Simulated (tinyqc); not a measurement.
Inside a calculation. Method: Hubbard chain of 5 sites. Computed by tinyqc, a small Python program that keeps every step. Settings: hopping = 0.52, U = 11.0, mixing = 1, iteration cap = 85. Command: `OMP_NUM_THREADS=1 python tinyqc.py 30796 30797 out.jsonl` (the two numbers bound the seeds that draw the settings). One thread of a shared host (Intel(R) Xeon(R) Processor @ 2.60GHz), about 0.2 s of CPU time with the checks. Later iterations appear only in the table of the cycle.

## Mean-field iteration 1

one-body matrix (hopping and site energies) (eV):
```
           1          2          3          4          5
1   0.000000  -0.520000   0.000000   0.000000   0.000000
2  -0.520000   0.000000  -0.520000   0.000000   0.000000
3   0.000000  -0.520000   0.000000  -0.520000   0.000000
4   0.000000   0.000000  -0.520000   0.000000  -0.520000
5   0.000000   0.000000   0.000000  -0.520000   0.000000
```

U = 11.000000 eV

electrons, up and down: 3  2

mixing = 1

n(up) at the start (a guess, not normalised): 1 0.650000, 2 0.550000, 3 0.650000, 4 0.550000, 5 0.650000

n(down) at the start (a guess): 1 0.350000, 2 0.450000, 3 0.350000, 4 0.450000, 5 0.350000

H(up) = T + U n(down), H(down) = T + U n(up); fill the lowest levels; n(new) = n + mixing (n(out) - n); E = tr T (rho up + rho down) + U sum n_up n_down of the output.

levels, up (eV): 3.344680  3.643098  3.850000  5.156902  5.455320

levels, down (eV): 5.544680  5.843098  7.150000  7.356902  7.655320

energy = 4.706249 eV

n(up) after iteration 1: 1 0.891759, 2 0.188046, 3 0.840390, 4 0.188046, 5 0.891759

n(down) after iteration 1: 1 0.108241, 2 0.811954, 3 0.159610, 4 0.811954, 5 0.108241

## Mean-field iteration 2

As before.

levels, up (eV): 1.151378  1.155875  1.686298  8.966268  9.040181

levels, down (eV): 1.959819  2.033732  9.313702  9.844125  9.848622

energy = -0.156363 eV

n(up) after iteration 2: 1 0.995611, 2 0.009412, 3 0.989955, 4 0.009412, 5 0.995611

n(down) after iteration 2: 1 0.004389, 2 0.990588, 3 0.010045, 4 0.990588, 5 0.004389

## Convergence

Each step fills the lowest levels of T + U n(other spin) and sets n(new) = n + mixing (n(out) - n); stop when output and input agree to 1e-8.

Course of the cycle:

| iteration | E (eV) | largest \|n(out) - n(in)\| | mean \|n_up - n_down\| |
|---|---|---|---|
| 1 | 4.70624867 | 3.62e-01 | 0.699126 |
| 2 | -0.15636266 | 1.79e-01 | 0.984942 |
| 3 | -0.19630873 | 5.49e-03 | 0.992731 |
| 4 | -0.19632445 | 9.30e-05 | 0.992855 |
| 5 | -0.19632446 | 1.51e-06 | 0.992857 |
| 6 | -0.19632446 | 2.43e-08 | 0.992857 |
| 7 | -0.19632446 | 3.89e-10 | 0.992857 |

local moments n_up - n_down: 1 0.995531, 2 -0.991071, 3 0.991081, 4 -0.991071, 5 0.995531

Converged in 7 iterations. Before convergence this energy mixes input and output and is not variational, so it may rise towards its limit.

## Exact diagonalisation (100 states)

Lowest levels of the sector, and the double occupancy of the lowest state.

lowest levels (eV): -0.285395  -0.215280  -0.176353  -0.162182  -0.127764  -0.077752

double occupancy per site = 0.005100

The mean-field solution above lies 0.0891 eV above the exact energy.

## The lowest level by Lanczos steps

From a random start vector (not printed): a_j = <q_j|H|q_j>, b_j = norm of the remainder after orthogonalising; the Ritz value is the lowest eigenvalue of the tridiagonal matrix of a and b so far.

Lanczos:

| j | a_j (eV) | b_j (eV) | lowest Ritz value (eV) |
|---|---|---|---|
| 1 | 13.024921 | 6.469016 | 13.02492130 |
| 2 | 12.613473 | 8.390739 | 6.34691124 |
| 3 | 7.740505 | 2.436968 | 0.12480489 |
| 4 | 15.462666 | 5.571050 | -0.06621320 |
| 5 | 16.862580 | 2.693130 | -0.09174096 |
| 6 | 4.496022 | 6.892580 | -0.09474337 |
| 7 | 13.698969 | 6.342789 | -0.10978185 |
| 8 | 15.139362 | 1.185701 | -0.24993765 |
| 9 | 13.663259 | 6.819256 | -0.25321367 |
| 10 | 12.425161 | 8.025955 | -0.25440488 |
